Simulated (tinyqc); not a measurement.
From results back to parameters: round or elliptic silicon nanowire with anisotropic valleys (Ritz method). Two cases, with inputs chosen for the exercise.

Problem. For a circular wire every level scales as 1/R^2. The lowest level of group A was computed from a hidden radius.

Wire along x = [100] on a (001) wafer, y = [010], z = [001]. Valley groups, two valleys each (w = inverse masses): A, axis along z: w_y = 1/mt, w_z = 1/ml, m_x = mt; B, axis along y: w_y = 1/ml, w_z = 1/mt, m_x = mt; C, axis along x: w_y = w_z = 1/mt, m_x = ml.

Hard wall on the ellipse (y/a)^2 + (z/b)^2 = 1, c = hbar^2/2m0. With u = y/a, v = z/b the operator is -c [(w_y/a^2) d2/du2 + (w_z/b^2) d2/dv2] on the unit disc. Basis (1 - u^2 - v^2) u^i v^j; S, X and Y are the disc integrals of f f', (df/du)(df'/du) and (df/dv)(df'/dv), from the integral of u^p v^q = 2 Gamma((p+1)/2) Gamma((q+1)/2)/((p + q + 2) Gamma((p+q+2)/2)) for even p, q; H = c (w_y X/a^2 + w_z Y/b^2).

Converged values use 21 functions of each parity class (e or o in u, then in v).

Constants: hbar^2/2m0 = 3.80998211 eV angstrom^2.

Find: E R^2/c; R.

Case 1.

Values chosen (out of a larger set: near those of a Si nanowire; not measured data): ml = 0.909 m0 (longitudinal mass); mt = 0.193 m0 (transverse mass).

level = 0.049715 eV

Solution.

E R^2/c = 17.864
R = 37.0 angstrom

Solve once for R = 1 and scale. The mean inverse mass would give 2.404826^2 (1/mt + 1/ml)/2 = 18.163, 1.7 % too high.

Case 2.

Values chosen (out of a larger set: near those of a Si nanowire; not measured data): ml = 0.918 m0 (longitudinal mass); mt = 0.187 m0 (transverse mass).

level = 0.068048 eV

Solution.

E R^2/c = 18.289
R = 32.0 angstrom

Solve once for R = 1 and scale. The mean inverse mass would give 2.404826^2 (1/mt + 1/ml)/2 = 18.613, 1.8 % too high.

Computed by tinyqc, one run a case: `OMP_NUM_THREADS=1 python tinyqc.py N N+1 out.jsonl` with N = 1250034, 1250130; one thread of a shared Intel(R) Xeon(R) Processor @ 2.30GHz, about 0.06 s a run at most.
